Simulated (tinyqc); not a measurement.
Alloy A(1-x)B(x) by interpolation with bowing, step by step. Values are carried at full precision from step to step, so a last printed digit may differ when a step is redone from the rounded ones.

Each gap follows E(x) = (1 - x) E_A + x E_B - C x (1 - x); the lattice constant follows Vegard, a(x) = (1 - x) a_A + x a_B.

Constants: hc = 1239.841984 eV nm; kB = 8.617333262e-05 eV/K.

Parameters, chosen for this exercise (A near InP, B near GaP; shifted at random, so the results belong to these values and not to a real crystal):
```
symbol  value                  unit      meaning
a       (5.875, 5.454)         angstrom  lattice constant of A, B
x       0.95                             fraction of B
Eg      (1.42, 2.928)          eV        gap at Gamma to the s-like level of A, B
EgX     (2.389, 2.378)         eV        gap to the lowest valley along Gamma-X of A, B
EgL     (2.015, 2.717)         eV        gap to L of A, B
C       (0.686, 0.268, 1.085)  eV        bowing of the Gamma, X and L gaps
Dso     (0.107, 0.08)          eV        spin-orbit splitting of A, B
Ep      (20.6, 31.8)           eV        Kane energy of A, B
me      (0.079, 0.1318)        m0        electron mass at Gamma of A, B
Cs      0                      eV        bowing of Dso
md      (0.1269, 0.76, 0.45)   m0        density-of-states masses of Gamma, all X and all L valleys
T       200                    K         temperature
```

## Gaps and lattice constant at x

Also give the wavelength hc/E of the lowest gap.

a(x) = 5.4751 angstrom

linear parts (eV): Gamma 2.8526, X 2.3786, L 2.6819

bowing terms C x (1 - x) (eV): Gamma 0.0326, X 0.0127, L 0.0515

gaps (eV): Gamma 2.8200, X 2.3658, L 2.6304

wavelength of the lowest gap = 524.1 nm

The lowest valley is X, so the gap is indirect; the next, L, lies 265 meV higher.

## Where the valleys cross

The difference of two gaps is a quadratic q2 x^2 + q1 x + q0 with q2 = C_i - C_j, q1 = (E_B - E_A - C)_i - (E_B - E_A - C)_j, q0 = E_A,i - E_A,j; give its roots between 0 and 1 (a dash: none).

Crossings:
```
pair         q2     q1      q0  first root  second root
Gamma-X   0.418  1.101  -0.969      0.6961            -
Gamma-L  -0.399  1.205  -0.595      0.6218            -
X-L      -0.817  0.104   0.374      0.7432            -
```

The lowest valley changes at x = 0.622 (Gamma to L, gap 2.196 eV) and x = 0.743 (L to X, gap 2.330 eV). The other crossings lie above the lowest valley.

## Electron mass of the alloy

Mass at Gamma from the Kane formula 1/m = F + Ep (Eg + 2 Dso/3)/(Eg (Eg + Dso)). F is fixed by the masses of A and B and interpolated linearly, as is Ep; Eg and Dso carry their bowing.

Compare with the linear interpolation of the masses.

F of A, B: -1.5100  -3.1771

Ep, Eg, Dso at x (eV): 31.2400  2.8200  0.0814

m(x) from the Kane formula = 0.1269 m0
m(x) linear = 0.1292 m0

The Kane value lies 1.8 % below the linear one. The Gamma valley is not the lowest at this x.

## Shares of the electrons in the valleys

Non-degenerate: n_i proportional to md_i^(3/2) exp(-E_i/kT).

md^(3/2): Gamma 0.0452, X 0.6626, L 0.3019

(E - E_min)/kT: Gamma 26.35, X 0.00, L 15.35

shares: Gamma 0.000, X 1.000, L 0.000

X holds most electrons (100.0 %).

## Checks

- The Gamma and X gaps at their crossing x = 0.6961 (eV): both 2.3247.
- The Gamma and L gaps at their crossing x = 0.6218 (eV): both 2.1963.
- The X and L gaps at their crossing x = 0.7432 (eV): both 2.3297.

tinyqc: `OMP_NUM_THREADS=1 python tinyqc.py 1050908 1050909 out.jsonl`; about 0.01 s, one thread, shared Intel(R) Xeon(R) Processor @ 2.30GHz.
